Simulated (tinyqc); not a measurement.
Time-dependent dielectric breakdown: cell percolation, Weibull statistics, area scaling and voltage extrapolation. Inputs raised by 2 %, one at a time. Computed by tinyqc, a small Python program. Command: `OMP_NUM_THREADS=1 python tinyqc.py 3010399 3010400 out.jsonl tddb sens`. One thread of a shared host (Intel(R) Xeon(R) Processor @ 2.30GHz), about 0.01 s of CPU time with the checks.

The oxide is divided into columns of area a^2, each holding m = t_ox/a cells (m is taken as continuous). A share lambda(t) = (t/t_1)^alpha of the cells is defective, and a column whose cells are all defective breaks down.

Inputs (values chosen for the exercise, for a model gate oxide):
```
quantity                                                   value  unit
oxide thickness t_ox                                         3.9    nm
defect cell size a                                           1.6    nm
exponent alpha of defect growth                             0.76     -
time t_1 at which the occupied share would reach 1       6.7e+07     s
test area A                                                 4000  um^2
product area A_u                                          500000  um^2
stress voltage V                                            5.17     V
use voltage V_u                                              2.9     V
local exponent n = -d ln t/d ln V at the stress voltage       41     -
activation energy E_a                                       0.62    eV
stress temperature T                                         125     C
use temperature T_u                                           55     C
allowed failure fraction F                                 1e-05     -
```

Voltage law used: 1/E.

Constants: k_B = 8.617333262e-05 eV/K.

Method:
- Failure fraction F = 1 - (1 - lambda^m)^N with N = A/a^2 columns, which for small lambda^m is 1 - exp(-(t/t63)^beta) with beta = alpha m and t63 = t_1 N^(-1/beta); critical share lambda(t63) = N^(-1/m). 1 um^2 = 1e6 nm^2.
- All three voltage laws share the slope n at the stress voltage. Factor t(V_u)/t(V): E law exp(n (1 - V_u/V)); 1/E law exp(n (V/V_u - 1)); power law (V/V_u)^n.
- Temperatures in kelvin are T(C) + 273.15.
- Temperature factor exp[(E_a/k_B)(1/T_u - 1/T)]; area factor (A/A_u)^(1/beta); percentile factor (-ln(1 - F))^(1/beta); life = t63 x all four; 1 year = 3.15576e7 s.

Runs:
```
input moved                                                  from        to  characteristic life t63 (s)  projected life (years)  critical share of defective cells  area factor
base run                                                        -         -                       729.71              1.3964e+07                         1.6911e-04     0.073801
oxide thickness t_ox (nm)                                     3.9     3.978                       912.98              2.0770e+07                         2.0051e-04     0.077671
defect cell size a (nm)                                       1.6     1.632                       593.42              9.5194e+06                         1.4452e-04     0.070053
exponent alpha of defect growth                              0.76    0.7752                       912.98              2.0770e+07                         1.6911e-04     0.077671
time t_1 at which the occupied share would reach 1 (s)   67000000  68340000                       744.30              1.4243e+07                         1.6911e-04     0.073801
product area A_u (um^2)                                    500000    510000                       729.71              1.3816e+07                         1.6911e-04     0.073017
local exponent n = -d ln t/d ln V at the stress voltage        41     41.82                       729.71              2.6532e+07                         1.6911e-04     0.073801
allowed failure fraction F                                  1e-05  1.02e-05                       729.71              1.4114e+07                         1.6911e-04     0.073801
```

Exponents ln(y'/y) / ln(x'/x):
```
input                                                    characteristic life t63  projected life  critical share of defective cells  area factor
oxide thickness t_ox                                                      11.315          20.050                              8.600        2.581
defect cell size a                                                       -10.440         -19.349                             -7.935       -2.632
exponent alpha of defect growth                                           11.315          20.050                              0.000        2.581
time t_1 at which the occupied share would reach 1                         1.000           1.000                              0.000        0.000
product area A_u                                                           0.000          -0.540                              0.000       -0.540
local exponent n = -d ln t/d ln V at the stress voltage                    0.000          32.413                              0.000        0.000
allowed failure fraction F                                                 0.000           0.540                              0.000        0.000
```

To which inputs is each result most sensitive?

Among the inputs moved here: characteristic life t63 answers most in size to oxide thickness t_ox (exponent +11.315), and about equally to exponent alpha of defect growth (+11.315); its exponent is below 0.0005 for product area A_u, local exponent n = -d ln t/d ln V at the stress voltage, allowed failure fraction F. projected life answers most in size to local exponent n = -d ln t/d ln V at the stress voltage (exponent +32.413), next to oxide thickness t_ox (+20.050). Its exponent +1.000 in time t_1 at which the occupied share would reach 1: t_1 sets the clock. Critical share of defective cells answers most in size to oxide thickness t_ox (exponent +8.600), next to defect cell size a (-7.935); its exponent is below 0.0005 for exponent alpha of defect growth, time t_1 at which the occupied share would reach 1, product area A_u, local exponent n = -d ln t/d ln V at the stress voltage, allowed failure fraction F. area factor answers most in size to defect cell size a (exponent -2.632), and about equally to oxide thickness t_ox (+2.581), exponent alpha of defect growth (+2.581); its exponent is below 0.0005 for time t_1 at which the occupied share would reach 1, local exponent n = -d ln t/d ln V at the stress voltage, allowed failure fraction F.

Caution (all rows): t_1 is an input here; in a real oxide it changes with thickness at fixed voltage. Caution (all rows): a voltage factor of more than nine decades rests wholly on the chosen law and cannot be tested.
